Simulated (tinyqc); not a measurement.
Inside a calculation. Model: thermal stress, cracking, delamination and buckling of a thin film; Griffith cracks and misfitting inclusions. Computed by tinyqc, a small Python program that keeps every step. Command: `OMP_NUM_THREADS=1 python tinyqc.py 3003182 3003183 out.jsonl filmcrack walk`. One thread of a shared host (Intel(R) Xeon(R) Processor @ 2.30GHz), about 0.01 s of CPU time with the checks. Intermediate numbers are printed to about 6 digits and carried at full precision; extremes and crossings named in words are read from the listed rows.

Isotropic linear elasticity; the substrate is much thicker than the film; stress is positive in tension.

Inputs (values chosen for the exercise, modelled on a tungsten film on silicon):

| quantity | value | unit |
|---|---|---|
| film Young's modulus E | 409 | GPa |
| film Poisson ratio nu | 0.28 | - |
| film expansion alpha_f | 4.5 | 1e-6/K |
| substrate expansion alpha_s | 3 | 1e-6/K |
| deposition temperature T_d | 1000 | K |
| final temperature T | 300 | K |
| intrinsic stress | -1100 | MPa |
| film thickness h | 1.1 | micrometre |
| half width of a debonded strip w | 4.6 | micrometre |
| substrate Young's modulus E_s | 146 | GPa |
| substrate Poisson ratio nu_s | 0.21 | - |
| flaw half length a | 0.1 | micrometre |
| substrate surface energy gamma_s | 1.4 | J/m^2 |
| inclusion radius R | 0.099 | micrometre |

Inclusion: sphere.

## Stress in the film

Thermal strain = (alpha_f - alpha_s)(T_d - T); stress = E/(1 - nu) x strain + intrinsic stress; plane-strain modulus Ebar = E/(1 - nu^2); G0 = stress^2 h/(2 Ebar) is the energy freed per area when a long strip loses its stress across its width.

thermal strain = 0.00105

film stress = -503.542 MPa

Ebar = 443.793 GPa

G0 = 0.314234 J/m^2

The film ends in compression; the thermal part is 596 MPa.

## Elastic mismatch

Dundurs alpha = (Ebar - Ebar_s)/(Ebar + Ebar_s), with Ebar_s = E_s/(1 - nu_s^2). The channel-crack factor is taken as g = 1.258 (1 - alpha)^(-0.7), a rough interpolation chosen for the exercise (1.258 is the value for matched materials).

Dundurs alpha = 0.487919

factor g = 2.00976

A stiff film on a softer substrate opens wider and cracks more easily.

## Buckling of a debonded strip

A strip of half width w clamped at both edges buckles at sigma_c = (pi^2/12) Ebar (h/w)^2. Above it: height = h sqrt((4/3)(|s|/sigma_c - 1)), driving force at the edges G = G0 (1 - sigma_c/|s|)(1 + 3 sigma_c/|s|); below it both are 0. The smallest strip that buckles has w0 = pi h sqrt(Ebar/(12 |s|)).

buckling stress sigma_c = 20872.2 MPa

blister height = 0 micrometre

driving force at the edges = 0 J/m^2

smallest buckling half width w0 = 29.6159 micrometre

The strip stays flat, and a flat strip in compression frees no energy at its edges. Caution: a strip this narrow against its thickness is outside thin-plate theory, so sigma_c is only formal.

## Griffith crack in the substrate

Through crack of length 2a in plane strain: K_Ic = sqrt(2 gamma_s E_s/(1 - nu_s^2)); fracture stress = K_Ic/sqrt(pi a). An edge crack of depth a has K larger by 1.1215.

toughness K_Ic = 0.653957 MPa m^0.5

fracture stress, inner crack = 1166.74 MPa

fracture stress, edge crack = 1040.34 MPa

The inner crack lowers the strength to 8.0 % of the ideal E_s/10.

## A misfitting inclusion

Film material fills a sphere of radius R in the substrate, with the misfit e = thermal strain (it wants to shrink if e > 0). Radial stress at the wall s0 = e/[(1 - 2 nu)/E + (1 + nu_s)/(2 E_s)]; inside it is uniform and hydrostatic; outside s_rr = s0 (R/r)^3, s_tt = -s_rr/2. Keep-out radius: where |s_rr| falls to 10 MPa (R if it is lower at the wall).

radial stress at the wall s0 = 201.164 MPa

mean stress inside = 201.164 MPa

keep-out radius = 0.269248 micrometre

The stress does not depend on R; its reach scales with R. Hydrostatic tension inside drives voids to form.

## Film, cylinder and sphere at the same misfit

Thermal misfit e alone, mean stress = trace/3 and largest difference of principal stresses inside. Film: E e/(1 - nu) in two directions, 0 in the third. Cylinder: s0 = (1 + nu) e/[(1 + nu)(1 - 2 nu)/E + (1 + nu_s)/E_s] twice and s_zz = E e + 2 nu s0. Sphere: e/[(1 - 2 nu)/E + (1 + nu_s)/(2 E_s)] three times.

Stresses inside (MPa):

| shape | s1 | s2 | s3 | mean | largest difference |
|---|---|---|---|---|---|
| film | 596.458 | 596.458 | 0.000 | 397.639 | 596.458 |
| cylinder | 139.063 | 139.063 | 507.325 | 261.817 | 368.262 |
| sphere | 201.164 | 201.164 | 201.164 | 201.164 | 0.000 |

The mean stress in size is 398 MPa in the film, 262 in the cylinder and 201 in the sphere, while the largest difference, twice the largest shear stress, goes from 596 through 368 to 0. In a ductile solid shear can relax by slip and hydrostatic stress cannot.

Checks made by the program: fracture stress against the maximum of 4 a gamma - pi a^2 s^2/Ebar (relative difference 1e-09).
